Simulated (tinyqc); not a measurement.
Dose and depth of a threshold implant.

Problem. A sheet of D acceptors per cm^2 lies at depth xi inside the depleted layer of a body doped Na. In the depletion approximation VT = Vfb + f2 + q D/Cox + gamma sqrt(f2 + Vsb - q D xi/(eps0 eps_r)), gamma = sqrt(2 eps0 eps_r q Na)/Cox, Cox = eps0 eox/tox. Find gamma, D and xi.

Parameters, values chosen for the exercise; band and dielectric values close to those of silicon: relative permittivity eps_r = 11.7; acceptor density deep in the body Na = 1.6e17 cm^-3; relative permittivity of the gate insulator (close to silicon dioxide) eox = 3.9; insulator thickness tox = 7.1 nm; flat-band voltage Vfb = -0.6 V; band bending 2 phiF at threshold f2 = 0.9 V.

Constants: q = 1.602176634e-19 C, eps0 = 8.8541878128e-14 F/cm where lengths are in cm. Results are converted to the units shown.

VT against the source at Vsb = 0 and 2.1 V (V): [1.0275800, 1.4581514]

Solution. With y^2 = f2 - q D xi/(eps0 eps_r) and d the difference of the thresholds over gamma, sqrt(y^2 + Vsb) - y = d gives y = (Vsb - d^2)/(2 d). The first threshold then gives D, and y^2 gives xi.

gamma = 0.4739 V^0.5
D = 1.200e12 cm^-2
xi = 22.00 nm

Computed by the program tinyqc: `OMP_NUM_THREADS=1 python tinyqc.py 2080028 2080029 out.jsonl`, one thread of a shared Intel Xeon 2.30GHz, about 0.6 s for the whole run.
